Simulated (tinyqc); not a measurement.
Changing the sheet density n: scattering of inversion-layer electrons by surface optical phonons of the gate insulator (remote phonon scattering). Computed by tinyqc, a small Python program. Command: `OMP_NUM_THREADS=1 python tinyqc.py 3111316 3111317 out.jsonl sophonon sweep`. One thread of a shared host (Intel(R) Xeon(R) Processor @ 2.30GHz), about 0.03 s of CPU time with the checks.

One subband with the Fang-Howard envelope; insulator and channel are half-spaces, the gate is far away, and an interlayer only moves the polar surface away by t (its own modes and its permittivity contrast are left out).

Inputs (values chosen for the exercise, modelled on Al2O3 on silicon): static constant of the insulator eps_0s = 12.6; intermediate constant eps_i = 7.27; optical constant eps_inf = 3.18; hbar omega_TO1 = 48.1 meV; hbar omega_TO2 = 72.7 meV; constant of the channel eps_s = 11.7; in-plane mass m = 0.196 m_0; valleys g_v = 2; mean distance of the electrons z0 = 3/b = 1.6 nm; interlayer thickness t = 0 nm; temperature T = 350 K; mobility from other processes = 690 cm^2/(V s).

Screening by the channel electrons: static.

Constants: k_B = 8.617333262e-05 eV/K; hbar^2/(2 m_0) = 3.80998212 eV angstrom^2; e^2/(4 pi eps_0) = 14.39964548 eV angstrom; hbar = 6.582119569e-16 eV s; e = 1.602176634e-19 C; m_0 = 9.1093837015e-31 kg.

Method:
- eps(w) = eps_inf + (eps_0s - eps_i) w1^2/(w1^2 - w^2) + (eps_i - eps_inf) w2^2/(w2^2 - w^2). Surface modes solve eps(w) + eps_s = 0, a quadratic in w^2; the strength of a mode is g = 2/(w d eps/dw).
- Occupation N = 1/(exp(hbar w/(k_B T)) - 1).
- Density of states D = g_v m/(pi hbar^2); eta = E_F/(k_B T) = ln(exp(n/(D k_B T)) - 1); screening wave number q_s = e^2 D/(2 eps_0 eps_avg) x 1/(1 + exp(-eta)), eps_avg = (eps_s + eps_inf)/2; b = 3/z0.
- For a mode of strength g, without the occupation factor, Area x |M(q)|^2 = e^2 hbar w g/(2 eps_0 q) x (b/(b + q))^6 exp(-2 q t) / (1 + (q_s/q) H(q))^2, H = (1 + 9 x/8 + 3 x^2/8)/(1 + x)^3, x = q/b.
- Approximate momentum relaxation rate, taking tau v alike in the initial and final states: 1/tau = (m/(2 pi hbar^3)) sum over modes and over absorption (N, E' = E + hbar w) and emission (N + 1, E' = E - hbar w > 0) of [(1 - f(E'))/(1 - f(E))] int_0^(2 pi) Area |M(q)|^2 (1 - cos theta) d theta, q^2 = k^2 + k'^2 - 2 k k' cos theta, f the Fermi function; 48 midpoints in theta from 0 to pi.
- mu = (e/m) int tau E f (1 - f) dE/(k_B T int f dE), by 300 midpoints from 0 to (max(eta, 0) + 14) k_B T; Matthiessen sum with the other processes.

One run for each value:
```
sheet density n (1/cm^2)  remote-phonon mobility (cm^2/(V s))      eta  q_s (1/nm)
2.00e+11                                                 8173  -3.1863      0.0790
3.60e+11                                                 8778  -2.5821      0.1400
6.40e+11                                                 9762  -1.9779      0.2420
1.20e+12                                                11480  -1.2909      0.4295
2.10e+12                                                13632  -0.6351      0.6897
3.70e+12                                                16057   0.1091      1.0499
6.70e+12                                                17144   1.0588      1.4785
1.20e+13                                                18118   2.3375      1.8160
```

What does the table show, and why?

Over the rows, remote-phonon mobility (cm^2/(V s)) rises from 8170 to 18100 (exponent d ln y / d ln x 0.12 between the first rows and 0.095 between the last); eta rises from -3.19 to 2.34; q_s (1/nm) rises from 0.0790 to 1.82 (exponent d ln y / d ln x 0.97 between the first rows and 0.35 between the last). z0 is held fixed, although a denser layer lies closer to the interface.

Caution (all rows): a relaxation time is only an approximation for inelastic scattering, and static or no screening brackets the true dynamic screening only roughly.
